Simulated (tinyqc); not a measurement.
Double-gate transistor below threshold, two-dimensional Poisson equation on a small mesh: two steps of the calculation.

Half of a symmetric double-gate structure: row 0 is the mid-plane of the body, where the normal field vanishes. Mobile charge is neglected (subthreshold), the body is fully depleted, and potentials are counted from the intrinsic level; rows run upward to the gate, columns from source to drain.

Values chosen for this exercise; semiconductor permittivity close to that of silicon:

| symbol | value | unit | meaning |
|---|---|---|---|
| eps_r | 11.9 |  | relative permittivity of the semiconductor |
| eox | 3.9 |  | relative permittivity of the insulator |
| tb | 8 | nm | half the body thickness |
| tox | 1.4 | nm | insulator thickness |
| L | 56 | nm | channel length |
| Na | 7.3e17 | cm^-3 | acceptor density of the depleted body |

Constants: q = 1.602176634e-19 C, eps0 = 8.8541878128e-14 F/cm where lengths are in cm. Results are converted to the units shown.

Problem 1. Coefficients of the five-point equations. Mesh: rows i = 0..3 in the semiconductor (step hs = tb/3, row 3 on the interface), then 2 step(s) ho = tox/2 up to the gate row 5; columns j = 0..6 (step hy = L/6). Box integration, divided by eps0: up_i = eps hy/h of the interval above row i, dn_i = that of the interval below (0 for row 0), lat_i = (sum of eps h/2 over the intervals above and below)/hy, s_i = -q Na w_i hy/eps0 with w_i the semiconductor height of the box (hs/2 for row 0 and the interface row, hs between, 0 in the insulator). Each free node obeys (up + dn + 2 lat) psi = up psi(above) + dn psi(below) + lat [psi(left) + psi(right)] + s.

Give: up; dn; lat; s.

Solution 1.

```
row,up,dn,lat,s (V)
0,41.65,0,1.700,-0.1644
1,41.65,41.65,3.400,-0.3288
2,41.65,41.65,3.400,-0.3288
3,52.00,41.65,1.846,-0.1644
4,52.00,52.00,0.2925,0
```

Problem 2. Over-relaxation sweep (omega = 1.5). Free nodes: rows 0..4, columns 1..5, taken row by row from row 0, left to right. t = (up psi(above) + dn psi(below) + lat [psi(left) + psi(right)] + s)/(up + dn + 2 lat), with the newest neighbours; psi(new) = psi + 1.5 (t - psi).

psi after iteration 1 (V):
```
,j=0,j=1,j=2,j=3,j=4,j=5,j=6
row 0,0.60000000,0.60285967,0.61088374,0.61919925,0.62753132,0.63586516,0.65000000
row 1,0.60000000,0.59906448,0.60665883,0.61493789,0.62326725,0.63160082,0.65000000
row 2,0.60000000,0.59643291,0.60358033,0.61180883,0.62013344,0.62846655,0.65000000
row 3,0.60000000,0.41052649,0.40913154,0.41378251,0.41866721,0.42356269,0.65000000
row 4,0.37000000,0.22664120,0.22293390,0.22432105,0.22590388,0.22749607,0.39500000
row 5,0.14000000,0.14000000,0.14000000,0.14000000,0.14000000,0.14000000,0.14000000
```

```
row,up,dn,lat,s (V)
0,41.65,0,1.7,-0.16438419
1,41.65,41.65,3.4,-0.32876837
2,41.65,41.65,3.4,-0.32876837
3,52,41.65,1.8462500,-0.16438419
4,52,52,0.2925,0
```

Wanted: psi after iteration 2.

Solution 2.

psi after iteration 2 (V):
```
,j=0,j=1,j=2,j=3,j=4,j=5,j=6
row 0,0.6000,0.5924,0.5990,0.6071,0.6155,0.6241,0.6500
row 1,0.6000,0.5876,0.5931,0.6011,0.6094,0.6186,0.6500
row 2,0.6000,0.4566,0.4482,0.4528,0.4585,0.4656,0.6500
row 3,0.6000,0.2955,0.2794,0.2808,0.2835,0.2934,0.6500
row 4,0.3700,0.2140,0.2031,0.2035,0.2047,0.2120,0.3950
row 5,0.1400,0.1400,0.1400,0.1400,0.1400,0.1400,0.1400
```

Computed by the program tinyqc: `OMP_NUM_THREADS=1 python tinyqc.py 2480108 2480109 out.jsonl`, one thread of a shared Intel Xeon 2.30GHz, about 0.1 s for the whole run.
